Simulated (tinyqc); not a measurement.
Comparisons within one model: two-band k.p model of the Delta valleys near the X point under shear strain. A value that a table varies takes the place of the one given here.

Valley pair on the [001] axis, kz counted from the X point, c = hbar^2/2m0, k0 = kx0 2 pi/a. H = (c kz^2/ml + c (kx^2 + ky^2)/mt + c k0^2/ml) 1 + (2 c k0 kz/ml) sigma_z + (D exy - 2 c kx ky/Mp) sigma_x, so E = c kz^2/ml + c (kx^2 + ky^2)/mt + c k0^2/ml -/+ sqrt((2 c k0 kz/ml)^2 + (D exy - 2 c kx ky/Mp)^2). Without strain the lower band has its minima, E = 0, at kz = +/- k0. Shifts from diagonal strain are left out.

For |eta| < 1: k_min = k0 sqrt(1 - eta^2), E_min = -Delta eta^2/2, ml(eta) = ml/(1 - eta^2), 1/m[110] = 1/mt + eta/Mp, 1/m[1-10] = 1/mt - eta/Mp. For |eta| > 1 the minimum sits at X: E_min = -Delta (2 |eta| - 1)/2, ml(eta) = ml/(1 - 1/|eta|), and eta is replaced by its sign in the transverse masses. Here Delta = 2 c k0^2/ml and eta = D exy/Delta.

s11 = (C11 + C12)/((C11 - C12)(C11 + 2 C12)), s12 = -C12/((C11 - C12)(C11 + 2 C12)), s44 = 1/C44; exx = s11 sxx + s12 (syy + szz) and cyclic, exy = s44 sxy/2; tension is positive. A uniaxial stress X along the unit vector n is s_ij = X n_i n_j.

Constants: hbar^2/2m0 = 3.80998211 eV angstrom^2; kB = 8.617333262e-05 eV/K.

Values chosen for the exercise (near those of Si; not measured data):

| symbol | value | unit | meaning |
|---|---|---|---|
| a | 5.429 | angstrom | lattice constant |
| ml | 0.891 | m0 | longitudinal mass |
| mt | 0.189 | m0 | transverse mass |
| kx0 | 0.152 | 2 pi/a | distance of the minimum from X |
| D | 14.4 | eV | shear deformation potential |
| Mp | 0.224 | m0 | coupling mass |
| C11 | 167.4 | GPa |  |
| C12 | 64.5 | GPa |  |
| C44 | 78.5 | GPa |  |
| Xu | 9.29 | eV | uniaxial potential |
| T | 300 | K | temperature |
| exy | 0.014 |  | shear strain |

## Sweep of the shear strain

Delta = 2 c k0^2/ml, eta = D exy/Delta.

The minimum:

| exy | eta | k_min/k0 | E_min (meV) | ml(eta) | m[110] | m[1-10] | density-of-states mass |
|---|---|---|---|---|---|---|---|
| 0.0000 | 0.000 | 1.000 | 0.0 | 0.891 | 0.1890 | 0.1890 | 0.317 |
| 0.0018 | 0.098 | 0.995 | -1.3 | 0.900 | 0.1746 | 0.2060 | 0.319 |
| 0.0046 | 0.250 | 0.968 | -8.3 | 0.951 | 0.1560 | 0.2396 | 0.329 |
| 0.0092 | 0.501 | 0.866 | -33.2 | 1.189 | 0.1329 | 0.3272 | 0.373 |
| 0.0138 | 0.751 | 0.660 | -74.6 | 2.043 | 0.1157 | 0.5157 | 0.496 |
| 0.0165 | 0.898 | 0.440 | -106.7 | 4.592 | 0.1075 | 0.7794 | 0.727 |
| 0.0221 | 1.202 | 0.000 | -185.9 | 5.292 | 0.1025 | 1.2096 | 0.869 |
| 0.0294 | 1.600 | 0.000 | -291.0 | 2.377 | 0.1025 | 1.2096 | 0.665 |

The valleys reach X at eta = 1, that is exy = 0.0184. The shift is quadratic up to eta = 1 (-8.3 meV at eta = 0.25, -33.2 meV at 0.50) and linear beyond, while 1/m[110] rises linearly, taking m[110] from 0.189 to its floor 0.1025, a gain of 84 % in 1/m. ml(eta) diverges at eta = 1; the largest value listed is 5.29. A deformation-potential model with fixed masses misses all of this.

## Tension along [110]: repopulation and mass change

The z valleys move against the x and y valleys by Xu (ezz - exx) and, through the shear, by E_min. Share of the z valleys n = w/(w + 2 exp(dE/kT)), dE the total relative shift, w = sqrt(ml(eta) m[110] m[1-10]/(ml mt^2)). Along [110]: 1/m_c = n/m[110] + (1 - n)(1/ml + 1/mt)/2. Fixed masses means E_min = 0, w = 1, m[110] = mt. Gains are against 3/(1/ml + 2/mt) at a fixed scattering time.

Results:

| X (GPa) | Xu (ezz - exx) (meV) | E_min (meV) | m[110] | m_c fixed masses | m_c with shear | gain fixed (%) | gain with shear (%) |
|---|---|---|---|---|---|---|---|
| 0.00 | 0.0 | 0.0 | 0.1890 | 0.2563 | 0.2563 | 0.0 | 0.0 |
| 0.25 | -11.3 | -0.2 | 0.1823 | 0.2430 | 0.2377 | 5.5 | 7.8 |
| 0.50 | -22.6 | -1.0 | 0.1761 | 0.2303 | 0.2183 | 11.3 | 17.4 |
| 1.00 | -45.1 | -4.0 | 0.1649 | 0.2104 | 0.1845 | 21.8 | 38.9 |
| 1.50 | -67.7 | -8.9 | 0.1550 | 0.1990 | 0.1622 | 28.8 | 58.0 |
| 2.00 | -90.3 | -15.9 | 0.1462 | 0.1934 | 0.1485 | 32.6 | 72.6 |
| 3.00 | -135.4 | -35.8 | 0.1314 | 0.1898 | 0.1315 | 35.1 | 94.9 |

At 1 GPa repopulation alone gives 21.8 % and the shear terms raise it to 38.9 %. From 2 to 3 GPa the fixed-mass gain grows by 2.5 points, towards its ceiling of 35.6 % when all electrons sit in the z valleys, whereas the gain with shear grows by 22.3 points because m[110] keeps falling.

## What each parameter does

Delta = 2 c k0^2/ml, eta = D exy/Delta. Each row changes one parameter from the base and keeps the others.

Results:

| case | eta | E_min (meV) | ml(eta) (m0) | m[110] (m0) | m[1-10] (m0) |
|---|---|---|---|---|---|
| base | 0.7617 | -76.78 | 2.1227 | 0.1151 | 0.5290 |
| ml = 0.95337 m0 | 0.8151 | -82.16 | 2.8402 | 0.1120 | 0.6052 |
| mt = 0.17577 m0 | 0.7617 | -76.78 | 2.1227 | 0.1100 | 0.4369 |
| kx0 = 0.14136 2 pi/a | 0.8807 | -88.78 | 3.9721 | 0.1084 | 0.7357 |
| D = 15.408 eV | 0.8151 | -87.91 | 2.6544 | 0.1120 | 0.6052 |
| Mp = 0.20832 m0 | 0.7617 | -76.78 | 2.1227 | 0.1118 | 0.6118 |
| exy = 0.01498 | 0.8151 | -87.91 | 2.6544 | 0.1120 | 0.6052 |

The largest shifts from the base row, up to three for each result and ties (the steps differ in size, so this ranks the rows, not the parameters). eta: kx0 +0.1190, ml +0.0533, exy +0.0533, D +0.0533; unchanged at the printed digits by mt and Mp. E_min (meV): kx0 -11.99, exy -11.13, D -11.13; unchanged at the printed digits by mt and Mp. ml(eta) (m0): kx0 +1.8494, ml +0.7175, exy +0.5317, D +0.5317; unchanged at the printed digits by mt and Mp. m[110] (m0): kx0 -0.0066, mt -0.0050, Mp -0.0033. m[1-10] (m0): kx0 +0.2067, mt -0.0921, Mp +0.0828.

Computed by tinyqc, a small Python program: `OMP_NUM_THREADS=1 python tinyqc.py 1050786 1050787 out.jsonl` (the numbers bound the seed that draws the inputs); one thread of a shared host (Intel(R) Xeon(R) Processor @ 2.30GHz), about 0.01 s for the whole set of steps.
